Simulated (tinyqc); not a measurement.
Trap density from one capacitance.

Question. Traps spread evenly through the insulator exchange electrons with the semiconductor by tunnelling, with tau(x) = t0 exp(2 ka x) at depth x from the interface. The admittance per area Y seen at depth x obeys dY/dx = -Y^2/(i w eps0 eox) + q Nb ln(1 + i w tau)/tau, with Y(0) = i w Cs and w = 2 pi f; the gate sees Y(tox) = G + i w C. Working variable y = Y/(i w), in uF/cm^2. Cox = eps0 eox/tox. Find Nb and G/w.

Values chosen for this exercise:
- eox = 18.1 (relative permittivity of the insulator)
- tox = 9.4 nm (insulator thickness)
- Cs = 6.3 uF/cm^2 (semiconductor capacitance in accumulation)
- ka = 3.7 1/nm (decay constant of the wave function in the insulator)
- t0 = 6e-11 s (time constant of a trap at the interface)
- f = 100 Hz (frequency)

Constants: q = 1.602176634e-19 C, eps0 = 8.8541878128e-14 F/cm where lengths are in cm. Results are converted to the units shown.

C = 1.6267750 uF/cm^2

Answer. C rises steadily with Nb, so one density matches; in practice ka and t0 must come from the frequency dependence.

Nb = 1.100e20 cm^-3 eV^-1
G/w = 0.03282 uF/cm^2

tinyqc, about 0.6 s, one thread, Intel Xeon 2.30GHz (shared host): `OMP_NUM_THREADS=1 python tinyqc.py 2202086 2202087 out.jsonl`
